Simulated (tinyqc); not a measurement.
The mobility curve: inversion-layer mobility, back-scattering and ballistic limit of a field-effect transistor. Computed by tinyqc, a small Python program. Command: `OMP_NUM_THREADS=1 python tinyqc.py 3026159 3026160 out.jsonl mos walk`. One thread of a shared host (Intel(R) Xeon(R) Processor @ 2.30GHz), about 0.01 s of CPU time with the checks.

The charge at the top of the source barrier is fixed by the gate; series resistance and short-channel effects are left out. F_j are Fermi integrals normalised to exp(eta) in the classical limit.

Inputs (values chosen for the exercise, modelled on a silicon p-channel): weight w of the inversion charge = 0.333; permittivity eps = 11.7; phonon mobility at 1 MV/cm and 300 K, mu_ph = 95 cm^2/(V s); roughness mobility at 1 MV/cm, mu_sr = 170 cm^2/(V s); Coulomb mobility at N_inv = 1e12/cm^2, mu_C = 280 cm^2/(V s); electrical oxide thickness t_inv = 3.7 nm; depletion charge N_dep = 3.8e+12 1/cm^2; temperature T = 300 K.

Statistics at the top of the barrier: Fermi-Dirac.

Constants: eps_0 = 8.8541878128e-12 F/m; e = 1.602176634e-19 C.

Method. N_inv = 3.9 eps_0 (V_G - V_T)/(e t_inv); effective field E_eff = e (N_dep + w N_inv)/(eps eps_0). mu_phonon = mu_ph (E_eff/1 MV/cm)^(-0.3) (T/300 K)^(-1.75); mu_rough = mu_sr (E_eff/1 MV/cm)^(-2); mu_Coulomb = mu_C (N_inv/1e12 cm^-2) (T/300 K); Matthiessen's rule adds 1/mu.

Mobilities (cm^2/(V s)):
```
V_G - V_T (V)  N_inv (1/cm^2)  E_eff (MV/cm)  phonon  roughness  Coulomb   total
0.03               1.7475e+11         0.5967  110.92     477.45     48.9  31.698
0.06               3.4950e+11         0.6057  110.42     463.37     97.9  46.657
0.12               6.9901e+11         0.6237  109.45     437.01    195.7  60.482
0.20               1.1650e+12         0.6477  108.22     405.22    326.2  67.688
0.35               2.0388e+12         0.6927  106.06     354.28    570.9  71.414
0.50               2.9125e+12         0.7377  104.08     312.38    815.5  71.247
0.75               4.3688e+12         0.8127  101.10     257.38   1223.3  68.521
1.00               5.8251e+12         0.8877   98.46     215.73   1631.0  64.913
1.50               8.7376e+12         1.0377   93.95     157.87   2446.5  57.515
```

What does the comparison show, and why?

The lowest part is Coulomb from 0.0300 to 0.0600, phonon from 0.120 to 1.50 V. The total peaks at 71 near E_eff = 0.69 MV/cm: screening lifts it at low density and the field presses it down at high density.

Extremes, crossings and ranges named in words are read from the listed rows.
